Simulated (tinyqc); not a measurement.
Worked calculation: inverse iteration on a symmetric matrix. Computed by tinyqc, a small Python program that keeps every step. Settings: method = inverse, shift = 1.32. Command: `OMP_NUM_THREADS=1 python tinyqc.py 21742 21743 out.jsonl` (the two numbers bound the seeds that draw the settings). One thread of a shared host (Intel(R) Xeon(R) Processor @ 2.60GHz), about 0.01 s of CPU time with the checks.

## Step 1

A, lower triangle:
```
,1,2,3,4,5
1,0.214000
2,1.020000,1.860000
3,0.733000,-1.428000,2.215000
4,-0.140000,0.786000,-0.237000,4.619000
5,-0.336000,-0.168000,-0.274000,-0.871000,4.690000
```

vector v at the start: 0.447214  0.447214  0.447214  0.447214  0.447214

shift = 1.320000

solve (A - shift) w = v; v' = w/|w| with its largest component positive (the first on a tie); lambda = v'^T A v'.

vector after step 1: 0.635159  0.516212  0.541438  0.038717  0.188267

Rayleigh quotient after step 1 = 1.612281

## Step 2

As before.

vector after step 2: 0.642280  0.532785  0.531439  -0.020171  0.144162

Rayleigh quotient after step 2 = 1.597873

## Course of the iteration

Stop when the residual |A v - lambda v| is below 1e-9.

Steps:
```
step,lambda,residual
1,1.61228130,1.75e-01
2,1.59787252,2.13e-02
3,1.59762281,2.95e-03
4,1.59761741,4.49e-04
5,1.59761728,7.11e-05
6,1.59761727,1.15e-05
7,1.59761727,1.86e-06
8,1.59761727,3.03e-07
9,1.59761727,4.94e-08
10,1.59761727,8.05e-09
11,1.59761727,1.31e-09
12,1.59761727,2.14e-10
```

all eigenvalues, for comparison: -0.893126  1.597617  3.023399  4.189097  5.681013

Converged in 12 steps.
